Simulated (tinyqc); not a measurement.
Changing the sheet density n: scattering of inversion-layer electrons by surface optical phonons of the gate insulator (remote phonon scattering). Computed by tinyqc, a small Python program. Command: `OMP_NUM_THREADS=1 python tinyqc.py 3110099 3110100 out.jsonl sophonon sweep`. One thread of a shared host (Intel(R) Xeon(R) Processor @ 2.30GHz), about 0.02 s of CPU time with the checks.

One subband with the Fang-Howard envelope; insulator and channel are half-spaces, the gate is far away, and an interlayer only moves the polar surface away by t (its own modes and its permittivity contrast are left out).

Inputs (values chosen for the exercise, modelled on HfO2 on silicon):
```
quantity                                 value        unit
static constant of the insulator eps_0s   21.9           -
intermediate constant eps_i               6.54           -
optical constant eps_inf                   5.1           -
hbar omega_TO1                            12.3         meV
hbar omega_TO2                            47.3         meV
constant of the channel eps_s             11.7           -
in-plane mass m                          0.196         m_0
valleys g_v                                  2           -
mean distance of the electrons z0 = 3/b    2.9          nm
interlayer thickness t                       0          nm
temperature T                              250           K
mobility from other processes              230  cm^2/(V s)
```

Screening by the channel electrons: none.

Constants: k_B = 8.617333262e-05 eV/K; hbar^2/(2 m_0) = 3.80998212 eV angstrom^2; e^2/(4 pi eps_0) = 14.39964548 eV angstrom; hbar = 6.582119569e-16 eV s; e = 1.602176634e-19 C; m_0 = 9.1093837015e-31 kg.

Method:
- eps(w) = eps_inf + (eps_0s - eps_i) w1^2/(w1^2 - w^2) + (eps_i - eps_inf) w2^2/(w2^2 - w^2). Surface modes solve eps(w) + eps_s = 0, a quadratic in w^2; the strength of a mode is g = 2/(w d eps/dw).
- Occupation N = 1/(exp(hbar w/(k_B T)) - 1).
- Density of states D = g_v m/(pi hbar^2); eta = E_F/(k_B T) = ln(exp(n/(D k_B T)) - 1); screening wave number q_s = e^2 D/(2 eps_0 eps_avg) x 1/(1 + exp(-eta)), eps_avg = (eps_s + eps_inf)/2; b = 3/z0.
- For a mode of strength g, without the occupation factor, Area x |M(q)|^2 = e^2 hbar w g/(2 eps_0 q) x (b/(b + q))^6 exp(-2 q t).
- Approximate momentum relaxation rate, taking tau v alike in the initial and final states: 1/tau = (m/(2 pi hbar^3)) sum over modes and over absorption (N, E' = E + hbar w) and emission (N + 1, E' = E - hbar w > 0) of [(1 - f(E'))/(1 - f(E))] int_0^(2 pi) Area |M(q)|^2 (1 - cos theta) d theta, q^2 = k^2 + k'^2 - 2 k k' cos theta, f the Fermi function; 48 midpoints in theta from 0 to pi.
- mu = (e/m) int tau E f (1 - f) dE/(k_B T int f dE), by 300 midpoints from 0 to (max(eta, 0) + 14) k_B T; Matthiessen sum with the other processes.

One run for each value:
```
sheet density n (1/cm^2)  remote-phonon mobility (cm^2/(V s))     eta  q_s (1/nm)
2.00e+11                                                 3008  -2.842       0.097
3.60e+11                                                 3031  -2.231       0.171
6.40e+11                                                 3076  -1.615       0.293
1.20e+12                                                 3180  -0.903       0.509
2.10e+12                                                 3389  -0.206       0.791
3.70e+12                                                 3872   0.618       1.146
6.70e+12                                                 5138   1.737       1.500
1.20e+13                                                 8208   3.368       1.705
```

Over the rows, remote-phonon mobility (cm^2/(V s)) rises from 3010 to 8210 (exponent d ln y / d ln x 0.013 between the first rows and 0.80 between the last); eta rises from -2.84 to 3.37; q_s (1/nm) rises from 0.0972 to 1.70 (exponent d ln y / d ln x 0.96 between the first rows and 0.22 between the last). z0 is held fixed, although a denser layer lies closer to the interface.

Caution (all rows): a relaxation time is only an approximation for inelastic scattering, and static or no screening brackets the true dynamic screening only roughly.
